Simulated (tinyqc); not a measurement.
Formation energy of a charged point defect from supercell energies: one step, computed by the program tinyqc.

The host is a compound AB. Making the defect adds n_A = 0, n_B = -1 atoms to the cell. All total energies are inputs. E_F is counted from the valence-band maximum (VBM); x = 0 is A-rich and x = 1 B-rich growth.

Question. Concentrations at the given E_F and T. E_f(q, E_F) = E_f(q, 0) + q E_F. c_q = N_s exp(-E_f(q, E_F)/k_B T), with all degeneracy factors one and no vibrational entropy.

Inputs (values chosen for the exercise, with gap and screening modelled on 4H-SiC):
```
quantity                   value      unit
gap E_g                     3.19        eV
dielectric constant eps     9.55         -
cell length L               9.03  angstrom
Fermi level E_F             1.32        eV
temperature T                800         K
site density N_s         2.5e+22     cm^-3
```

Defect: vacancy of B. Supercell lattice: sc.

charge states q: 2  1  0  -1  -2

E_f(q, 0) (eV): (q=+2) -0.825275, (q=+1) 0.624074, (q=0) 2.374190, (q=-1) 4.037074, (q=-2) 6.619725

Constants: k_B = 8.617333262e-05 eV/K.

Give: Charge states; lowest formation energy; total concentration; mean charge.

Answer.

Charge states:
```
q   E_f (eV)  c_q (cm^-3)      share
+2     1.815    9.240e+10  8.670e-01
+1     1.944    1.415e+10  1.328e-01
0      2.374    2.762e+07  2.591e-04
-1     2.717    1.910e+05  1.792e-06
-2     3.980    2.122e-03  1.991e-14
```

lowest formation energy = 1.815 eV

total concentration = 1.066e+11 cm^-3

mean charge = 1.867 e

State +2 holds 86.7 % of the defects. Caution: the largest image-charge correction in these energies, q^2 alpha e^2/(8 pi eps_0 eps L) with alpha = 2.837297, exceeds a quarter of the gap; the point-charge term alone is then a rough estimate, usually too large for a charge that is spread out. Caution: E_f at E_F = 0 is negative for at least one charge state, so in equilibrium E_F cannot reach the valence-band maximum.
